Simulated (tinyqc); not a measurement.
From results back to parameters: Slater-Koster d bands of a bcc metal. Four cases, with inputs chosen for the exercise.

Problem. In a bcc d band E(t2g) = +/-((8/3) dds + (16/9) ddp + (32/9) ddd) + f2 (4 ddp + 2 ddd) and E(eg) = +/-((16/3) ddp + (8/3) ddd) + f2 (3 dds + 3 ddd), with + at Gamma and - at H = (1,0,0). ddd is given; the four levels come from hidden dds, ddp and f2.

Find: f2; dds, ddp.

Method. Half differences between Gamma and H give the first-neighbour parts and half sums the second. The eg half difference gives ddp and the t2g one dds. Since 4 ddp + 2 ddd is 3/4 of (16/3) ddp + (8/3) ddd, f2 is 4/3 of the ratio of the t2g half sum to the eg half difference; the eg half sum then serves as a check. Without ddd these four levels would not fix the three integrals.

Case 1.

Values chosen (out of a larger set: of the size met in Nb; not measured data): ddd = -0.039 eV (dd delta).

levels (eV): t2g Gamma -0.56745, eg Gamma 1.72589, t2g H 3.89833, eg H -6.20477

Solution.

f2 = 0.560

dds, ddp (eV): -1.294  0.763

Case 2.

Values chosen (out of a larger set: of the size met in W; not measured data): ddd = -0.059 eV (dd delta).

levels (eV): t2g Gamma -1.38244, eg Gamma 2.81535, t2g H 3.79444, eg H -6.11799

Solution.

f2 = 0.360

dds, ddp (eV): -1.470  0.867

Case 3.

Values chosen (out of a larger set: of the size met in Nb; not measured data): ddd = -0.12 eV (dd delta).

levels (eV): t2g Gamma -1.01911, eg Gamma 1.96009, t2g H 3.99955, eg H -6.19991

Solution.

f2 = 0.487

dds, ddp (eV): -1.331  0.825

Case 4.

Values chosen (out of a larger set: of the size met in W; not measured data): ddd = -0.055 eV (dd delta).

levels (eV): t2g Gamma -1.56753, eg Gamma 1.14442, t2g H 3.93825, eg H -5.34625

Solution.

f2 = 0.487

dds, ddp (eV): -1.383  0.636

Computed by tinyqc, one run a case: `OMP_NUM_THREADS=1 python tinyqc.py N N+1 out.jsonl` with N = 1481605, 1481630, 1481659, 1481669; one thread of a shared Intel(R) Xeon(R) Processor @ 2.30GHz, about 0.05 s a run at most.
